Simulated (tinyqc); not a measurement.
Interfaces: Cahn-Hilliard equation on a periodic one-dimensional grid. Computed by tinyqc, a small Python program. Command: `OMP_NUM_THREADS=1 python tinyqc.py 3031753 3031754 out.jsonl cahn walk`. One thread of a shared host (Intel(R) Xeon(R) Processor @ 2.30GHz), about 0.1 s of CPU time with the checks.

Free energy F = h sum_j [A (c_j^2 - 1)^2/4 + (kappa/2) ((c_(j+1) - c_j)/h)^2]; dc/dt = Lap(mu), mu = A (c^3 - c) - kappa Lap(c), Lap(y)_j = (y_(j+1) - 2 y_j + y_(j-1))/h^2, mobility 1; the grid has n = 16 points.

Inputs (values chosen for the exercise, in reduced units): spacing h = 1.2; well depth A = 0.96; gradient coefficient kappa = 1; mean composition c0 = 0.3; noise amplitude = 0.02; time step dt = 0.069; end time = 150.

Scheme: explicit Euler.

Method:
- Start: c_j = c0 + amplitude x (z_j - mean of z).
- c(new) = c + dt Lap(mu).
- Run to the end time; break off if |c| exceeds 3 or F has risen by more than 1e-9 in more than 30 steps. Domains = stretches with c > c0.
- Continuum wall between c = -1 and +1: c = tanh(x/w), w = sqrt(2 kappa/A), energy s = (2/3) sqrt(2 kappa A). With two walls per domain, the estimate of F at the end is 2 x domains x s. Volume fraction of the +1 phase by the lever rule: (1 + c0)/2.

random numbers: [0.479, 0.139, -0.592, 0.617, 0.180, -0.455, -0.331, 0.152, -0.745, -0.807, -0.219, -0.561, -0.876, 0.339, -0.720, -0.439]

Course:
```
step        t        F      min c     max c  domains
0       0.000  3.81659   0.287279  0.317139        5
43      2.967  3.81570   0.291953  0.308398        1
109     7.521  3.81555   0.289540  0.311208        1
217    14.973  3.81504   0.282797  0.318559        1
326    22.494  3.81367   0.270261  0.330920        1
435    30.015  3.80997   0.245723  0.351319        1
652    44.988  3.75999   0.064754  0.455723        2
870    60.030  3.22772  -0.625648  0.751917        2
1196   82.524  2.00057  -0.886528  0.849955        1
1522  105.018  1.80080  -0.959020  0.981426        1
1848  127.512  1.79990  -0.963548  0.992680        1
2174  150.006  1.79988  -0.963696  0.993254        1
```

F at the end = 1.79988

c at the end: [0.991656, 0.993254, 0.991841, 0.983903, 0.948576, 0.798171, 0.263876, -0.593141, -0.902290, -0.963696, -0.914768, -0.644648, 0.160610, 0.763592, 0.940649, 0.982416]

wall half width w = 1.4434

wall energy s = 0.92376

estimate of F = 1.8475

volume fraction = 0.65

w/h = 1.2028

What follows from these numbers?

The run ends at F = 1.7999, 0.97 of the estimate: the walls are well formed.
